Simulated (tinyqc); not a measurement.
Plane-wave Kohn-Sham cycle with exchange-only LDA in a layered model solid, step by step. One step of it, computed by the program tinyqc.

Task: Iteration 2: Hamiltonian at one k. H(m,m') = (k + G_m)^2/2 delta + V(G_m - G_m'), with V(-G) = V(G).

A solid whose potential varies along x alone (atomic units):

| parameter | value |
|---|---|
| period a | 12.200000 |
| cross-section of the cell | 28.000000 |
| electrons per cell | 4 |
| grid points | 16 |
| plane waves -n..n, n | 3 |
| k points | 3 |
| V1 in V1 cos(2 pi x/a) | -0.670000 |

V(G_m), m = 0, 1, 2, ... (hartree): -0.223371  -0.302394  0.000924  0.000161  0.000338  0.000119  0.000013

k = 0.000000 2 pi / a

Give: H.

Result:

H (hartree), lower triangle:
```
        -3      -2      -1      +0      +1      +2     +3
-3   0.970
-2  -0.302   0.307
-1   0.001  -0.302  -0.091
+0   0.000   0.001  -0.302  -0.223
+1   0.000   0.000   0.001  -0.302  -0.091
+2   0.000   0.000   0.000   0.001  -0.302   0.307
+3   0.000   0.000   0.000   0.000   0.001  -0.302  0.970
```
